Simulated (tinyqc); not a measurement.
Single-domain magnet: Stoner-Wohlfarth switching, Neel-Arrhenius retention, LLG dynamics and spin torque: one step, computed by the program tinyqc. Command: `OMP_NUM_THREADS=1 python tinyqc.py 3025313 3025314 out.jsonl macro walk`. One thread of a shared host (Intel(R) Xeon(R) Processor @ 2.30GHz), about 0.03 s of CPU time with the checks.

The moment is uniform, with unit vector m; z is the easy axis. mu_0 = 1.25663706212e-6 T m/A, gamma = 1.76085963023e11 rad/(s T).

Problem. Exact time to the equator. The polar equation dm_z/dt = -(1 - m_z^2)(i - m_z)/tau_D, i = I/I_c0, integrates to t = tau_D [F(cos theta_0) - F(0)], F(z) = -ln(1 - z)/(2 (i - 1)) + ln(1 + z)/(2 (i + 1)) + ln(i - z)/(i^2 - 1), theta_0 = 1/sqrt(2 Delta).

Inputs (values chosen for the exercise, for a model magnet): temperature T = 358 K; drive I/I_c0 = 2.7.

Shape: thin disc, easy axis normal to it.

stability factor Delta = 152.5742

tau_D = 2.008841 ns

Give: time to m_z = 0.

Solution.

time to m_z = 0 = 3.830 ns

Caution: a flat cylinder has a smaller N_z than the spheroid of the same t/d, so K_eff of a real disc is larger.
